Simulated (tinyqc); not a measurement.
Electron continuity equation in a given potential, Scharfetter-Gummel discretisation: two steps of the calculation.

Steady state in one dimension: J = q mu n E + q D dn/dx with E = -dpsi/dx and D = mu Vt, dJ/dx = 0, fixed densities nL and nR at the ends. The potential is given, psi = 0 for x < L/2 and U (2 x/L - 1) beyond, and is not changed by the electrons.

Values chosen for this exercise; mobility close to that of silicon at room temperature: temperature T = 250 K; electron mobility mu = 1360 cm^2/(V s); length of the region L = 0.78 um; density at x = 0 nL = 3.8e13 cm^-3; density at x = L nR = 0 cm^-3.

Constants: q = 1.602176634e-19 C, kB = 1.380649e-23 J/K, Vt = kB T/q. Results are converted to the units shown.

Task 1. Bernoulli factors. d_i = (psi_(i+1) - psi_i)/Vt; B(d) = d/(exp(d) - 1), B(0) = 1. The flux on interval i is J_i = (q D/h) [n_(i+1) B(d_i) - n_i B(-d_i)].

| node | psi (V) |
|---|---|
| 0 | 0.00000000 |
| 1 | 0.00000000 |
| 2 | 0.00000000 |
| 3 | 0.00000000 |
| 4 | 0.00000000 |
| 5 | 0.00000000 |
| 6 | -0.03600000 |
| 7 | -0.07200000 |
| 8 | -0.10800000 |
| 9 | -0.14400000 |
| 10 | -0.18000000 |

Give: d_i; B(d_i); B(-d_i).

Result 1.

| interval | d_i | B(d_i) | B(-d_i) |
|---|---|---|---|
| 0 | 0.0000 | 1.0000 | 1.0000 |
| 1 | 0.0000 | 1.0000 | 1.0000 |
| 2 | 0.0000 | 1.0000 | 1.0000 |
| 3 | 0.0000 | 1.0000 | 1.0000 |
| 4 | 0.0000 | 1.0000 | 1.0000 |
| 5 | -1.6711 | 2.0581 | 0.38702 |
| 6 | -1.6711 | 2.0581 | 0.38702 |
| 7 | -1.6711 | 2.0581 | 0.38702 |
| 8 | -1.6711 | 2.0581 | 0.38702 |
| 9 | -1.6711 | 2.0581 | 0.38702 |

The largest |d_i| is 1.67, below 2, so central differences would also keep densities positive.

Task 2. Densities and current. B(d_i) and B(-d_i) are the Bernoulli factors of the potential steps, b and f the diagonal and right side. Solve B(-d_(i-1)) n_(i-1) + b_i n_i + B(d_i) n_(i+1) = f_i (end values already in f), then J_i = (q D/h) [n_(i+1) B(d_i) - n_i B(-d_i)], h = L/10, D = mu Vt.

| interval | B(d_i) | B(-d_i) |
|---|---|---|
| 0 | 1 | 1 |
| 1 | 1 | 1 |
| 2 | 1 | 1 |
| 3 | 1 | 1 |
| 4 | 1 | 1 |
| 5 | 2.0580693 | 0.38701869 |
| 6 | 2.0580693 | 0.38701869 |
| 7 | 2.0580693 | 0.38701869 |
| 8 | 2.0580693 | 0.38701869 |
| 9 | 2.0580693 | 0.38701869 |

| node | diagonal b | right side f (cm^-3) |
|---|---|---|
| 1 | -2 | -3.8e13 |
| 2 | -2 | 0 |
| 3 | -2 | 0 |
| 4 | -2 | 0 |
| 5 | -1.3870187 | 0 |
| 6 | -2.4450880 | 0 |
| 7 | -2.4450880 | 0 |
| 8 | -2.4450880 | 0 |
| 9 | -2.4450880 | 0 |

Give: n; J.

Result 2.

| node | n (cm^-3) |
|---|---|
| 0 | 3.800e13 |
| 1 | 3.799e13 |
| 2 | 3.797e13 |
| 3 | 3.796e13 |
| 4 | 3.794e13 |
| 5 | 3.793e13 |
| 6 | 7.125e12 |
| 7 | 1.333e12 |
| 8 | 2.433e11 |
| 9 | 3.852e10 |
| 10 | 0 |

| interval | J (1e-3 A/cm^2) |
|---|---|
| 0 | -8.971 |
| 1 | -8.971 |
| 2 | -8.971 |
| 3 | -8.971 |
| 4 | -8.971 |
| 5 | -8.971 |
| 6 | -8.971 |
| 7 | -8.971 |
| 8 | -8.971 |
| 9 | -8.971 |

Program tinyqc, `OMP_NUM_THREADS=1 python tinyqc.py 2220022 2220023 out.jsonl`; Intel Xeon 2.30GHz, shared host, one thread, about 0.01 s.
